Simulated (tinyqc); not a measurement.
Band filling: full bands against the rectangular model: Slater-Koster d bands of a bcc metal.

Slater-Koster d bands. For a bond with direction cosines (l, m, n) the 5 x 5 block is dds Ps + ddp Pp + ddd (1 - Ps - Pp), the projectors on sigma, pi and delta states about the bond; for instance <xy|xy> = 3 l^2 m^2 dds + (l^2 + m^2 - 4 l^2 m^2) ddp + (n^2 + l^2 m^2) ddd, <xy|yz> = 3 l m^2 n dds + l n (1 - 4 m^2) ddp + l n (m^2 - 1) ddd and <3z2-r2|3z2-r2> = (n^2 - (l^2 + m^2)/2)^2 dds + 3 n^2 (l^2 + m^2) ddp + (3/4)(l^2 + m^2)^2 ddd. H(k) sums the blocks times cos(k.R) over the neighbours; the d level is the zero of energy; k in 2 pi/a.

Neighbours: eight at (a/2)(1,1,1) and equivalents, and six at a(1,0,0) and equivalents with the integrals times f2.

Mesh: k = f1 b1 + f2 b2 + f3 b3 with fractions (j + 1/2)/N, j = 0 to N - 1, and b = (-1,1,1), (1,-1,1), (1,1,-1) for fcc, (0,1,1), (1,0,1), (1,1,0) for bcc, unit vectors for simple cubic. The lowest Nd/10 of all levels are filled with two electrons each; the bond energy is their sum per atom.

Inputs chosen for the exercise (of the size met in Nb; the results hold for these values, not for the real material):
- dds = -1.203 eV (dd sigma)
- ddp = 0.71 eV (dd pi)
- ddd = -0.06 eV (dd delta)
- f2 = 0.487 (factor on all three integrals for second neighbours)
- N = 10 (mesh)

W = sqrt(12 mu2) with mu2 the mean square level on the mesh; rectangular model: Fermi level W (Nd/10 - 1/2), bond energy -W Nd (10 - Nd)/20. The Fermi level of the mesh is the highest filled level.

Per atom (eV):
```
Nd  EF, bands  bond energy, bands  EF, rectangle  bond energy, rectangle
1      -2.935              -3.418         -2.985                  -3.358
2      -2.428              -6.090         -2.239                  -5.970
4      -0.787              -9.545         -0.746                  -8.955
5       0.730              -9.426          0.000                  -9.328
6       1.275              -8.429          0.746                  -8.955
7       1.522              -7.049          1.493                  -7.836
8       1.814              -5.374          2.239                  -5.970
9       2.706              -3.175          2.985                  -3.358
```

Give the missing row, Nd = 3.

Computed row:
```
Nd  EF, bands  bond energy, bands  EF, rectangle  bond energy, rectangle
3      -1.741              -8.166         -1.493                  -7.836
```

W = 7.463 eV
full width on the mesh = 8.953 eV

The bond energy is deepest at Nd = 4 (-9.545 eV); the rectangle has its minimum at 5. The two differ most at Nd = 7, by 0.786 eV or 8 % of the deepest value: the second moment fixes the parabola, and higher moments the rest. At Nd = 3 and 7 the bands give -8.166 and -7.049 eV, a skew towards less than half filling.

Run: tinyqc, `OMP_NUM_THREADS=1 python tinyqc.py 1450581 1450582 out.jsonl`; Intel(R) Xeon(R) Processor @ 2.30GHz, one thread, shared host; about 0.07 s of CPU time with all checks.
